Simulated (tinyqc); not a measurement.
Worked calculation: Frenkel-Kontorova chain: a misfit dislocation (kink) in a monolayer on a periodic substrate. Computed by tinyqc, a small Python program that keeps every step. Command: `OMP_NUM_THREADS=1 python tinyqc.py 3028848 3028849 out.jsonl fkchain walk`. One thread of a shared host (Intel(R) Xeon(R) Processor @ 2.30GHz), about 0.05 s of CPU time with the checks. Intermediate numbers are printed to about 7 digits and carried at full precision; extremes and crossings named in words are read from the listed rows.

E = sum_j [(k/2)(x_(j+1) - x_j - b)^2 + (W/2)(1 - cos(2 pi x_j/a))], x_j = a (j + u_j). A kink takes u from 0 to 1: the chain is stretched by one period and has one atom fewer than wells.

Inputs (values chosen for the exercise, for a model overlayer): spring constant k = 10.5 eV/angstrom^2; substrate period a = 2.76 angstrom; corrugation W = 4.05 eV; misfit f = (b - a)/a = 0.25; atoms on each side n = 10; atomic mass M = 113 u.

Relaxation: Newton steps.

Constants: nu for 1 eV/(angstrom^2 u) = 15.6333042 THz.

## Continuum limit

l0 = sqrt(k a^2/(2 W)); kink u(j) = (2/pi) arctan exp(pi j/l0); kink energy at f = 0: E0 = (4/pi) W l0; with misfit E0 - k a^2 f; kinks become favourable at f_c = 2/(pi l0), and a coherent chain with free ends loses stability at f_m = 1/l0. Lowest vibration of the flat chain: nu0 = 15.6333042 THz x sqrt(2 pi^2 W/(a^2 M)).

kink width l0 = 3.142398

kink energy E0 = 16.20415 eV

kink energy with misfit = -3.792046 eV

critical misfit f_c = 0.2025904

limit f_m = 0.3182283

gap frequency nu0 = 4.764253 THz

f_c < f < f_m: kinks lower the energy, but must enter over a barrier at the ends. Caution: a corrugation above 1 eV is larger than real overlayers usually show; it is chosen to keep the kink narrow.

## Start between two atoms

Discrete chain at f = 0, ends held at u = 0 and 1: E = (k a^2/2) sum (u_(j+1) - u_j)^2 + (W/2) sum (1 - cos 2 pi u_j), gradient g_j = k a^2 (2 u_j - u_(j-1) - u_(j+1)) + pi W sin(2 pi u_j), Hessian 2 k a^2 + 2 pi^2 W cos(2 pi u_j) on the diagonal and -k a^2 beside it. Free atoms j = -n..n-1 start from the continuum shape centred half-way, at j + 1/2.

u at the start: [0.0000478, 0.0001298, 0.0003528, 0.0009587, 0.0026054, 0.0070801, 0.0192357, 0.0521733, 0.1398117, 0.3471261, 0.6528739, 0.8601883, 0.9478267, 0.9807643, 0.9929199, 0.9973946, 0.9990413, 0.9996472, 0.9998702, 0.9999522]

E at the start = 15.97658 eV

gradient (eV): [0.001077, -0.000894, -0.002429, -0.006600, -0.017926, -0.048531, -0.128221, -0.278598, 0.221724, 2.553676, -2.553676, -0.221724, 0.278598, 0.128221, 0.048531, 0.017926, 0.006600, 0.002429, 0.000894, -0.001077]

## Relaxation

Start as above (continuum shape at j + 1/2, j = -n..n-1, l0 = sqrt(k a^2/(2 W))). u(new) = u - H^-1 g; stop when the largest gradient is below 1e-9 eV.

Course:
```
step    E (eV)  largest gradient (eV)
1     15.97658           2.553676e+00
2     15.93410           5.635766e-02
3     15.93407           3.001717e-05
4     15.93407           9.340084e-12
```

relaxed u: [0.0000517, 0.0001550, 0.0004132, 0.0010845, 0.0028396, 0.0074327, 0.0194519, 0.0508647, 0.1322551, 0.3311362, 0.6688638, 0.8677449, 0.9491353, 0.9805481, 0.9925673, 0.9971604, 0.9989155, 0.9995868, 0.9998450, 0.9999483]

energy, centre between atoms = 15.93407 eV

last gradient = 9.340084e-12 eV

Converged; the discrete energy is 0.9833 of the continuum value, which puts the discrete f_c = E/(k a^2) at 0.1992.

## Peierls barrier

Repeat by Newton steps with an atom at the centre (j = -n..n, u_0 = 1/2). Barrier = difference of the two energies; the lowest Hessian eigenvalue tells minimum from saddle.

energy, centre on an atom = 15.98534 eV

Peierls barrier = 51.26318 meV

lowest eigenvalue, between atoms = 4.823523 eV

lowest eigenvalue, on an atom = -4.648289 eV

The atom-centred kink, with an atom on top of the corrugation, is a saddle and the other a minimum. The barrier is 1.3 % of W, what one atom alone would climb.

## Kink density above f_c

Frank and van der Merwe: the modulus q solves f = 2 E(q)/(pi l0 q), and the kinks per atom are pi/(2 l0 q K(q)), with the complete elliptic integrals K and E; strain left = f - density (for f above f_c = 2/(pi l0)).

Continuum ground state:
```
f               q  kinks per atom  strain left
0.2036  0.9990036       0.1112584   0.09234165
0.2066  0.9953396       0.1345844   0.07201557
0.2127  0.9867170       0.1574062   0.05529378
0.2228  0.9708163       0.1812369   0.04156314
0.2431  0.9362307       0.2153484   0.02775157
0.2836  0.8655172       0.2680078   0.01559219
0.3444  0.7673431       0.3361945   0.00820545
0.4457  0.6353080       0.4420238   0.00367624
```

0.50 % above f_c the density is already 0.55 of f: kinks repel only exponentially, so they flood in, as 1/|ln(f - f_c)|. At 2.2 f_c they take up 99.2 % of the misfit and the layer floats nearly free.

Checks made by the program: energy against a quasi-Newton minimiser (relative difference below 1e-10).
